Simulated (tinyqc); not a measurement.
Core-shell quantum dot (spherical envelope functions): sweeps and comparisons. A value that a table varies takes the place of the one given here.

Parabolic bands; strain and other valleys are left out. s states, u = r psi, hard wall at R + H, c = hbar^2/2m0, energies from the band edges of the core. Core: u = sin(k1 r)/k1, k1 = sqrt(m1 E/c). At R, psi and psi'/m are continuous, so u is continuous and its slope in the shell is s = u/R + (m2/m1)(u' - u/R). Shell: u(R + x) = u(R) cos(k2 x) + s sin(k2 x)/k2, k2 = sqrt(m2 (E - V)/c); for negative arguments the functions turn into sinh and cosh. A level has u(R + H) = 0.

Overlap = (integral of u_e u_h)^2 with normalised u. Coulomb integrals J_ab = (q/eps) double integral of u_a(r)^2 u_b(s)^2/max(r, s), q = e^2/(4 pi eps0), one eps everywhere. Exciton E = Eg + E_e + E_h - J_eh; first-order biexciton shift J_ee + J_hh - 2 J_eh (positive: repulsive).

Constants: hbar^2/2m0 = 3.80998211 eV angstrom^2; e^2/(4 pi eps0) = 14.39964547 eV angstrom; hc = 1239.841984 eV nm.

Parameters, chosen for this exercise (near those of a GaAs/AlGaAs core-shell dot; shifted at random, so the results belong to these values and not to a real crystal): R = 20 angstrom (core radius); Vc = 0.234 eV (conduction edge of the shell above that of the core); Vv = 0.127 eV (hole barrier of the shell); me1 = 0.07 m0 (electron, core); me2 = 0.09 m0 (electron, shell); mh1 = 0.385 m0 (hole, core); mh2 = 0.431 m0 (hole, shell); Eg = 1.401 eV (gap of the core); eps = 12.1 (dielectric constant); Hs = (2, 6, 11, 20, 33, 47, 68) angstrom (shell thicknesses); H = 15 angstrom (shell thickness).

## Growing the shell

All quantities anew for each H.

Results:

| H (angstrom) | E_e (eV) | E_h (eV) | electron in core | overlap | J_eh (meV) | E (eV) | biexciton shift (meV) |
|---|---|---|---|---|---|---|---|
| 2 | 1.0517 | 0.1979 | 0.993 | 0.999 | 95.0 | 2.556 | 0.0 |
| 6 | 0.7139 | 0.1457 | 0.910 | 0.996 | 80.5 | 2.180 | 0.1 |
| 11 | 0.5190 | 0.1191 | 0.769 | 0.989 | 70.5 | 1.969 | 0.4 |
| 20 | 0.3788 | 0.1043 | 0.567 | 0.965 | 60.1 | 1.824 | 1.2 |
| 33 | 0.3084 | 0.0997 | 0.393 | 0.906 | 51.2 | 1.758 | 3.2 |
| 47 | 0.2788 | 0.0988 | 0.287 | 0.821 | 45.0 | 1.734 | 6.0 |
| 68 | 0.2598 | 0.0986 | 0.197 | 0.683 | 38.4 | 1.721 | 10.6 |

What can be read from the table?

The line moves by -835 meV: the electron gives -792, the hole -99 and the weaker attraction +57 meV. Over the last step E_e moves by -19.0 meV and E_h by -0.2 meV; the electron level lies above the shell edge Vc, so at this thickness it still spreads with the shell; whether a thicker shell brings it below Vc depends on whether the core binds a level at all. The overlap goes from 0.999 to 0.683, which scales the radiative lifetime by 1.5 if the rate is proportional to it. Up to H = 68 angstrom E_e exceeds 0.15 Eg, where a parabolic band overstates it. In the thickest shell the electron is spread so far that the attraction of the hole, taken to first order here, would pull it back and raise the overlap.

## What each parameter does

All quantities anew. Each row changes one parameter from the base and keeps the others.

Results:

| case | E (eV) | overlap | electron in core | biexciton shift (meV) |
|---|---|---|---|---|
| base | 1.884 | 0.980 | 0.668 | 0.7 |
| R = 23 angstrom | 1.806 | 0.979 | 0.730 | 0.6 |
| H = 20 angstrom | 1.824 | 0.965 | 0.567 | 1.2 |
| Vc = 0.334 eV | 1.915 | 0.988 | 0.693 | 0.4 |
| Vv = 0.095 eV | 1.877 | 0.990 | 0.668 | 0.4 |
| me2 = 0.112 m0 | 1.827 | 0.973 | 0.651 | 1.0 |
| mh1 = 0.308 m0 | 1.892 | 0.993 | 0.668 | 0.2 |
| eps = 13.9 | 1.893 | 0.980 | 0.668 | 0.6 |

How do the results move?

The largest shifts from the base row, up to three for each result and ties (the steps differ in size, so this ranks the rows, not the parameters). E (eV): R -0.078, H -0.060, me2 -0.057. overlap: H -0.015, mh1 +0.012, Vv +0.010; unchanged at the printed digits by eps. electron in core: H -0.102, R +0.061, Vc +0.024; unchanged at the printed digits by Vv, mh1 and eps. biexciton shift (meV): H +0.5, mh1 -0.5, Vv -0.4.

Run: tinyqc, `OMP_NUM_THREADS=1 python tinyqc.py 1281574 1281575 out.jsonl`; Intel(R) Xeon(R) Processor @ 2.30GHz, one thread, shared host; about 0.04 s of CPU time with all checks.
